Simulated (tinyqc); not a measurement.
Stoner model of a band ferromagnet: sweeps and comparisons. A value that a table varies takes the place of the one given here.

Density of states per atom and spin: two humps, D(e) = (M/W) [1 - sp cos(4 pi e/W)]. Levels e -/+ I m/2 for up and down spin, m = n_up - n_down, n_up + n_down = nd. At zero temperature e(N) is the energy below which N states lie, and E(m) = sum over spins of integral e D de - I m^2/4.

Constants: kB = 8.617333262e-05 eV/K.

Inputs chosen for the exercise:

| symbol | value | unit | meaning |
|---|---|---|---|
| W | 5.1 | eV | band width, e from -W/2 to W/2 |
| M | 5 |  | states per atom and spin |
| nd | 8.35 |  | electrons per atom |
| sp | 0.22 |  | shape parameter |
| I | 1.3 | eV | Stoner parameter |

## Moment against temperature

Fermi-Dirac occupations on 600 equal energy intervals; m is iterated from saturation until it changes by less than 1e-7 or for 400 rounds; the paramagnet is unstable while I times the mean of D weighted by -df/de exceeds 1.

Results:

| T/Tc | T (K) | m (muB) | I D(T) of the paramagnet |
|---|---|---|---|
| 0.10 | 680 | 1.650 | 1.443 |
| 0.30 | 2040 | 1.634 | 1.392 |
| 0.50 | 3399 | 1.540 | 1.291 |
| 0.65 | 4419 | 1.385 | 1.199 |
| 0.80 | 5439 | 1.118 | 1.109 |
| 0.90 | 6119 | 0.823 | 1.052 |
| 0.95 | 6459 | 0.593 | 1.026 |
| 1.10 | 7479 | 0.000 | 0.952 |

Tc (from I D(T) = 1) = 6.80e+03 K

How do the results move?

kB Tc = 0.586 eV, 0.27 of the exchange splitting at zero temperature. m keeps 0.93 of its first value at half Tc and 0.50 at 0.9 Tc. The model knows only Stoner excitations; spin waves and local moments bring the ordering temperature below the Stoner value.

## Moment against the Stoner parameter

Lowest state for each I.

Results:

| I (eV) | I D(EF) | m (muB) | E - E(0) (meV) |
|---|---|---|---|
| 0.54 | 0.602 | 0.000 | 0.0 |
| 0.72 | 0.803 | 0.000 | 0.0 |
| 0.81 | 0.903 | 0.000 | 0.0 |
| 0.90 | 1.004 | 0.305 | 0.0 |
| 0.99 | 1.104 | 1.650 | -33.2 |
| 1.12 | 1.249 | 1.650 | -121.7 |
| 1.35 | 1.505 | 1.650 | -278.2 |
| 1.62 | 1.806 | 1.650 | -462.0 |

What can be read from the table?

A moment first appears at I = 0.90 eV of those listed, where I D(EF) = 1.004. It is saturated at 1.650 from I = 0.99 eV on.

## Moment against band filling

Rigid band, I fixed: a Slater-Pauling curve.

Results:

| nd | I D(EF) | m (muB) | m_max |
|---|---|---|---|
| 3.0 | 1.518 | 3.000 | 3.0 |
| 4.0 | 1.248 | 4.000 | 4.0 |
| 5.0 | 0.994 | 5.000 | 5.0 |
| 6.0 | 1.248 | 4.000 | 4.0 |
| 6.5 | 1.411 | 3.500 | 3.5 |
| 7.0 | 1.518 | 3.000 | 3.0 |
| 7.5 | 1.555 | 2.500 | 2.5 |
| 8.0 | 1.518 | 2.000 | 2.0 |
| 8.5 | 1.411 | 1.500 | 1.5 |
| 9.0 | 1.248 | 1.000 | 1.0 |
| 9.5 | 1.076 | 0.500 | 0.5 |

What does this show?

Magnetic fillings among those listed: 3.0, 4.0, 5.0, 6.0, 6.5, 7.0, 7.5, 8.0, 8.5, 9.0 and 9.5; the largest moment is 5.00 at nd = 5. At 3.0, 4.0, 5.0, 6.0, 6.5, 7.0, 7.5, 8.0, 8.5, 9.0 and 9.5 the moment is saturated and follows m_max, changing by one per electron.

## What moves the moment

Lowest state for each case. Each row changes one parameter from the base and keeps the others.

Results:

| case | I D(EF) | m (muB) | E - E(0) (meV) |
|---|---|---|---|
| base | 1.450 | 1.650 | -244.2 |
| W = 4.692 eV | 1.576 | 1.650 | -295.4 |
| I = 1.404 eV | 1.566 | 1.650 | -315.0 |
| nd = 8.05 | 1.510 | 1.950 | -361.9 |
| sp = 0.32 | 1.549 | 1.650 | -270.2 |

What can be read from the table?

The largest shifts from the base row, up to three for each result and ties (the steps differ in size, so this ranks the rows, not the parameters). I D(EF): W +0.126, I +0.116, sp +0.100. m (muB): nd +0.300; unchanged at the printed digits by W, I and sp. E - E(0) (meV): nd -117.7, I -70.8, W -51.2.

tinyqc: `OMP_NUM_THREADS=1 python tinyqc.py 1651731 1651732 out.jsonl`; about 0.3 s, one thread, shared Intel(R) Xeon(R) Processor @ 2.30GHz.
